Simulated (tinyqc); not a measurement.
Lateral field, substrate current, probability of reaching the oxide barrier and hot-carrier lifetime of a silicon transistor (pseudo-two-dimensional and lucky-electron models). Which input was changed? Computed by tinyqc, a small Python program. Command: `OMP_NUM_THREADS=1 python tinyqc.py 3010275 3010276 out.jsonl hotcar which`. One thread of a shared host (Intel(R) Xeon(R) Processor @ 2.30GHz), about 0.04 s of CPU time with the checks.

Local-field models: a lucky carrier gains its energy at the peak field over a path free of collisions. Voltages are magnitudes.

Inputs (values chosen for the exercise, modelled on a silicon n-channel): channel length L = 460 nm; oxide thickness t = 9.7 nm; junction depth x_j = 88 nm; mobility mu = 320 cm^2/(V s); saturation velocity v_s = 0.91 1e7 cm/s; threshold voltage V_T = 0.5 V; gate voltage V_G = 1.1 V; drain voltage V_D = 2.7 V; ionisation prefactor A_i = 1.9e+06 1/cm; ionisation field B_i = 1.7 MV/cm; hot-carrier mean free path lambda = 8.3 nm; oxide barrier phi_b = 3.1 eV; interface-trap threshold phi_it = 3.6 eV; lifetime constant H = 20 s microampere/micrometre.

Drain: abrupt.

Constants: eps_0 = 8.8541878128e-12 F/m.

Method:
- C_ox = 3.9 eps_0/t; F_sat = 2 v_s/mu; V_Dsat = V_ov F_sat L/(V_ov + F_sat L), V_ov = V_G - V_T; I_D/W = C_ox v_s (V_ov - V_Dsat).
- Scale length l = 0.22 t^(1/3) x_j^(1/2) (all in cm); F_m = sqrt(((V_D - V_Dsat)/l_e)^2 + F_sat^2), with l_e = l; length of the velocity-saturated region l_e ln((V_D - V_Dsat)/(l_e F_sat) + F_m/F_sat).
- Substrate current I_sub/I_D = (A_i/B_i)(V_D - V_Dsat) exp(-B_i/F_m); probability of reaching the oxide barrier exp(-phi_b/(e lambda F_m)); lifetime tau = (H/(I_D/W)) exp(phi_it/(e lambda F_m)).
- V_10 solves tau = 3.156e8 s at the given V_G. The extrapolation fits ln(tau) against 1/V_D at 1, 1.08, 1.16 and 1.25 times the given V_D (rounded to 3 digits) by least squares and reads off the same tau.

Problem. One of these inputs alone was changed, within the range given: channel length L (230 to 920); junction depth x_j (44 to 176); ionisation field B_i (0.85 to 3.4); hot-carrier mean free path lambda (4.15 to 16.6). Which one, and to what value?

Results:
```
run     substrate current I_sub/W (microampere/micrometre)  ten-year drain voltage V_10 (V)  peak field F_m (kV/cm)
before                                           0.6688461                         1.828182                347.0786
after                                            0.5212333                         1.862375                344.0255
```

Solution.

Each candidate set to reproduce substrate current I_sub/W, and what it then gives:
```
candidate                               range searched  value needed  ten-year drain voltage V_10 (V)  peak field F_m (kV/cm)
channel length L (nm)                       230 to 920         583.0                           1.8624                  344.03
junction depth x_j (nm)                      44 to 176         97.47                           1.8984                  330.26
ionisation field B_i (MV/cm)               0.85 to 3.4         1.772                           1.8282                  347.08
hot-carrier mean free path lambda (nm)    4.15 to 16.6     no effect                                -                       -
```

Only channel length L fits every result: it went from 460 to 583 nm. The next best candidate, ionisation field B_i, misses one result by 1.8 %.

Caution: the empirical formula for l was fitted to oxides of about 15 nm or more; for thinner ones it is an extrapolation. Caution: e V_D is below phi_b or phi_it, so the available energy, not the field, limits hot carriers, and the lucky-electron formulas overstate them.
